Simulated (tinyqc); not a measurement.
From results back to parameters: six-band Luttinger-Kohn model with strain. Three cases, with inputs chosen for the exercise.

Problem. A layer on a (001) face has exx = eyy = e_par and ezz = -2 (C12/C11) e_par. Its valence edges are E(HH) = -P - Q and E(LH), E(SO) = -P + (Q - Dso +/- sqrt(Dso^2 + 2 Dso Q + 9 Q^2))/2 with P = -av tr(e), Q = -(b/2)(exx + eyy - 2 ezz), counted from the unstrained top.

Case 1.

Values chosen (near those of Ge; shifted at random, so the results belong to these values and not to a real crystal): Dso = 0.291 eV (spin-orbit splitting); C11 = 128.3 GPa; C12 = 48.5 GPa; e_par = 0.0071 (in-plane strain of a (001) layer).

E(HH), E(LH), E(SO) (eV): -0.0210543  0.0489722  -0.2863274

Case 2.

Values chosen (near those of Si; shifted at random, so the results belong to these values and not to a real crystal): Dso = 0.044 eV (spin-orbit splitting); C11 = 164.9 GPa; C12 = 64.2 GPa; e_par = -0.0042 (in-plane strain of a (001) layer).

E(HH), E(LH), E(SO) (eV): 0.0029707  -0.0161568  -0.0685169

Case 3.

Values chosen (near those of InSb; shifted at random, so the results belong to these values and not to a real crystal): Dso = 0.811 eV (spin-orbit splitting); C11 = 68.5 GPa; C12 = 37.3 GPa; e_par = -0.0166 (in-plane strain of a (001) layer).

E(HH), E(LH), E(SO) (eV): 0.0642594  -0.0622628  -0.8293281

Find: ezz; P; Q; av; b.

Solution. The three edges add up to -3 P - Dso, which gives P; E(HH) then gives Q; av = -P/tr(e) and b = -Q/(e_par - ezz).

Case 1.

ezz = -0.005368
P = -0.01086 eV
Q = 0.03192 eV
av = 1.23 eV
b = -2.56 eV

Case 2.

ezz = 0.003270
P = 0.01257 eV
Q = -0.01554 eV
av = 2.45 eV
b = -2.08 eV

Case 3.

ezz = 0.018078
P = 0.00544 eV
Q = -0.06970 eV
av = 0.36 eV
b = -2.01 eV

Computed by tinyqc, one run a case: `OMP_NUM_THREADS=1 python tinyqc.py N N+1 out.jsonl` with N = 1080046, 1080047, 1080067; one thread of a shared Intel(R) Xeon(R) Processor @ 2.30GHz, about 0.3 s a run at most.
